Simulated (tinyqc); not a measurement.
Diffused layer (Gaussian), carriers, mobility and sheet resistance with incomplete ionisation: one step of the calculation.

An n-type layer from the surface x = 0 to the junction xj, N(x) = N0 exp(-(x/Ld)^2). Local neutrality (no depletion at surface or junction, no spilling of carriers), intrinsic carriers neglected, Boltzmann statistics.

Question. Junction depth and local values. xj = Ld sqrt(ln(N0/Nb)); 11 equal steps from 0 to xj. Active dopant A = min(N, Ns); n solves n (n + Nb)/(A - Nb - n) = K, K = (NB/gd) exp(-E/Vt), E = max(Ei - ks A^(1/3), 0), so n = 2 K (A - Nb)/[Nb + K + sqrt((Nb + K)^2 + 4 K (A - Nb))]; mobility mu = m1 + (m2 (T/300 K)^(-bt) - m1)/(1 + ((A + Nb)/Nr)^am).

Inputs (values chosen for the exercise); values close to those of arsenic in silicon over a p-type background: temperature T = 300 K; background doping of the opposite type Nb = 1.4e14 cm^-3; peak chemical concentration N0 = 1.3e18 cm^-3; mobility limit at high doping m1 = 53.5 cm^2/(V s); mobility limit at low doping, at 300 K m2 = 1370 cm^2/(V s); reference doping of the mobility law Nr = 9.86e16 cm^-3; exponent of the mobility law am = 0.698; temperature exponent of m2 bt = 2.1; solubility limit of active dopant Ns = 2.05e20 cm^-3; conduction-band density of states at T NB = 2.76e19 cm^-3; ionisation energy in the dilute limit Ei = 0.0529 eV; degeneracy factor of the level gd = 2; lowering of Ei per N^(1/3) ks = 0 eV cm; diffusion length 2 sqrt(D t) Ld = 58 nm.

Constants: q = 1.602176634e-19 C, kB = 1.380649e-23 J/K, Vt = kB T/q. Results are converted to the units shown.

Wanted: xj; x; N; A; n; mu.

Answer.

xj = 175.31 nm

```
point	x (nm)	N (cm^-3)	A (cm^-3)	n (1e17 cm^-3)	mu (cm^2/(V s))
0	0.00	1.3000e18	1.3000e18	8.7269	240.21
1	15.94	1.2055e18	1.2055e18	8.2425	248.81
2	31.87	9.6112e17	9.6112e17	6.9221	276.59
3	47.81	6.5890e17	6.5890e17	5.1181	329.73
4	63.75	3.8839e17	3.8839e17	3.2792	418.76
5	79.69	1.9686e17	1.9686e17	1.7878	555.77
6	95.62	8.5790e16	8.5790e16	0.8188	743.32
7	111.56	3.2147e16	3.2147e16	0.3145	955.98
8	127.50	1.0358e16	1.0358e16	0.1016	1142.0
9	143.44	2.8695e15	2.8695e15	0.0273	1264.0
10	159.37	6.8353e14	6.8353e14	0.0054	1324.9
11	175.31	1.4000e14	1.4000e14	0.0000	1348.4
```

At the point of highest doping 67.1 % of the net active dopant gives free carriers. The mobility runs from 240 to 1350 cm^2/(V s).

Numbers from tinyqc (`OMP_NUM_THREADS=1 python tinyqc.py 2110140 2110141 out.jsonl`; about 0.02 s on one thread of a shared Intel Xeon 2.30GHz).
